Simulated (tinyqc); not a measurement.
Inside a calculation. Method: Pariser-Parr-Pople SCF with singles CI, for the molecule Oc1cccc2cc[nH]c12 (SMILES; centres numbered as the heavy atoms are written). One step of it, computed by the program tinyqc.

Problem. Iteration 2: Fock matrix. F_rr = H_rr + P_rr gamma_rr / 2 + sum_(s != r) P_ss gamma_rs; F_rs = H_rs - P_rs gamma_rs / 2; E = tr P (H + F) / 2 + core repulsion sum_(r<s) z_r z_s gamma_rs.

P after iteration 1:
```
            1O         2C         3C         4C         5C         6C         7C         8C
1O    1.955556   0.167162  -0.126391  -0.005717   0.069947  -0.026992  -0.026821   0.013029
2C    0.167162   1.319014   0.624460  -0.025859  -0.212624   0.003535   0.129109   0.066477
3C   -0.126391   0.624460   0.866825   0.509390   0.106488  -0.015301  -0.098814  -0.143192
4C   -0.005717  -0.025859   0.509390   0.824940   0.544351   0.032074  -0.215589  -0.124851
5C    0.069947  -0.212624   0.106488   0.544351   0.822115   0.590435  -0.092495  -0.250126
6C   -0.026992   0.003535  -0.015301   0.032074   0.590435   1.279087   0.540499   0.049066
7C   -0.026821   0.129109  -0.098814  -0.215589  -0.092495   0.540499   0.918818   0.665793
8C    0.013029   0.066477  -0.143192  -0.124851  -0.250126   0.049066   0.665793   0.862671
9N   -0.006149  -0.038435  -0.022441   0.097353   0.069972  -0.101595  -0.174526   0.387209
10C  -0.055614   0.291358  -0.041251  -0.248965  -0.021459   0.346078  -0.165289  -0.235708

            9N        10C
1O   -0.006149  -0.055614
2C   -0.038435   0.291358
3C   -0.022441  -0.041251
4C    0.097353  -0.248965
5C    0.069972  -0.021459
6C   -0.101595   0.346078
7C   -0.174526  -0.165289
8C    0.387209  -0.235708
9N    1.759619   0.272404
10C   0.272404   1.391355
```

core matrix H (eV):
```
             1O          2C          3C          4C          5C          6C          7C          8C
1O   -70.041808   -2.240000    0.000000    0.000000    0.000000    0.000000    0.000000    0.000000
2C    -2.240000  -59.616434   -2.390000    0.000000    0.000000    0.000000    0.000000    0.000000
3C     0.000000   -2.390000  -52.862187   -2.390000    0.000000    0.000000    0.000000    0.000000
4C     0.000000    0.000000   -2.390000  -50.185167   -2.390000    0.000000    0.000000    0.000000
5C     0.000000    0.000000    0.000000   -2.390000  -51.663052   -2.390000    0.000000    0.000000
6C     0.000000    0.000000    0.000000    0.000000   -2.390000  -57.516278   -2.390000    0.000000
7C     0.000000    0.000000    0.000000    0.000000    0.000000   -2.390000  -51.959540   -2.390000
8C     0.000000    0.000000    0.000000    0.000000    0.000000    0.000000   -2.390000  -52.604256
9N     0.000000    0.000000    0.000000    0.000000    0.000000    0.000000    0.000000   -2.240000
10C    0.000000   -2.390000    0.000000    0.000000    0.000000   -2.390000    0.000000    0.000000

             9N         10C
1O     0.000000    0.000000
2C     0.000000   -2.390000
3C     0.000000    0.000000
4C     0.000000    0.000000
5C     0.000000    0.000000
6C     0.000000   -2.390000
7C     0.000000    0.000000
8C    -2.240000    0.000000
9N   -66.654049   -2.240000
10C   -2.240000  -61.755359
```

repulsion gamma_rs (eV):
```
            1O         2C         3C         4C         5C         6C         7C         8C
1O   21.500000   6.308094   4.353659   3.139480   2.833073   3.139148   2.586762   2.736710
2C    6.308094  11.130000   5.344886   3.872280   3.517481   3.872017   2.948635   2.914971
3C    4.353659   5.344886  11.130000   5.345294   3.872017   3.516757   2.630604   2.429641
4C    3.139480   3.872280   5.345294  11.130000   5.345697   3.871896   2.837305   2.429751
5C    2.833073   3.517481   3.872017   5.345697  11.130000   5.344886   3.738278   2.914656
6C    3.139148   3.872017   3.516757   3.871896   5.344886  11.130000   5.346023   4.046033
7C    2.586762   2.948635   2.630604   2.837305   3.738278   5.346023  11.130000   5.344784
8C    2.736710   2.914971   2.429641   2.429751   2.914656   4.046033   5.344784  11.130000
9N    3.795777   4.012140   2.991888   2.763250   3.115806   4.367538   4.367273   5.922497
10C   4.353327   5.345697   3.871896   3.517484   3.872280   5.345294   4.045842   4.046006

            9N        10C
1O    3.795777   4.353327
2C    4.012140   5.345697
3C    2.991888   3.871896
4C    2.763250   3.517484
5C    3.115806   3.872280
6C    4.367538   5.345294
7C    4.367273   4.045842
8C    5.922497   4.046006
9N   16.800000   5.922104
10C   5.922104  11.130000
```

Centres (angstrom, eV; a flat drawing with bonds scaled to 1.40 angstrom):
```
centre          x          y  core charge z          W   gamma_rr
1O      -1.512000   2.186000              2  33.000000  21.500000
2C      -1.123000   0.841000              1  11.160000  11.130000
3C      -2.094000  -0.168000              1  11.160000  11.130000
4C      -1.705000  -1.513000              1  11.160000  11.130000
5C      -0.346000  -1.849000              1  11.160000  11.130000
6C       0.625000  -0.840000              1  11.160000  11.130000
7C       2.024000  -0.886000              1  11.160000  11.130000
8C       2.500000   0.431000              1  11.160000  11.130000
9N       1.395000   1.291000              2  25.600000  16.800000
10C      0.236000   0.505000              1  11.160000  11.130000
```

Give: F; pi energy.

Solution.

F (eV):
```
           1O       2C       3C       4C       5C       6C       7C       8C
1O   -10.5172  -2.7672   0.2751   0.0090  -0.0991   0.0424   0.0347  -0.0178
2C    -2.7672  -4.5469  -4.0588   0.0501   0.3740  -0.0068  -0.1903  -0.0969
3C     0.2751  -4.0588  -5.2187  -3.7514  -0.2062   0.0269   0.1300   0.1740
4C     0.0090   0.0501  -3.7514  -5.9073  -3.8450  -0.0621   0.3058   0.1517
5C    -0.0991   0.3740  -0.2062  -3.8450  -5.4858  -3.9679   0.1729   0.3645
6C     0.0424  -0.0068   0.0269  -0.0621  -3.9679  -4.9907  -3.8348  -0.0993
7C     0.0347  -0.1903   0.1300   0.3058   0.1729  -3.8348  -5.4415  -4.1693
8C    -0.0178  -0.0969   0.1740   0.1517   0.3645  -0.0993  -4.1693  -5.9633
9N     0.0117   0.0771   0.0336  -0.1345  -0.1090   0.2219   0.3811  -3.3866
10C    0.1211  -3.1688   0.0799   0.4379   0.0415  -3.3149   0.3344   0.4768

          9N      10C
1O    0.0117   0.1211
2C    0.0771  -3.1688
3C    0.0336   0.0799
4C   -0.1345   0.4379
5C   -0.1090   0.0415
6C    0.2219  -3.3149
7C    0.3811   0.3344
8C   -3.3866   0.4768
9N   -8.7757  -3.0466
10C  -3.0466  -4.5413
```

pi energy = -175.3433 eV
